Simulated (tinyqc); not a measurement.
# Remanence, coercive field and barrier from the coefficients

Inverse problem. u = al P^2 + be P^4 - E P (P in uC/cm^2, E in kV/cm, u in mJ/cm^3). Find Pr, the polarisation Pc at which dE/dP = 0, Ec and the barrier u(0) - u(Pr).

al = -69.737835 kV cm/uC
be = 0.38635920 kV cm^5/uC^3

Answer. Pr^2 = -al/(2 be), Pc^2 = -al/(6 be), Ec = -(4/3) al Pc and the barrier is al^2/(4 be).

Pr = 9.50 uC/cm^2
Pc = 5.48 uC/cm^2
Ec = 510 kV/cm
barrier = 3.15e3 mJ/cm^3

Numbers from tinyqc (`OMP_NUM_THREADS=1 python tinyqc.py 2860104 2860105 out.jsonl`; about 0.1 s on one thread of a shared Intel Xeon 2.30GHz).
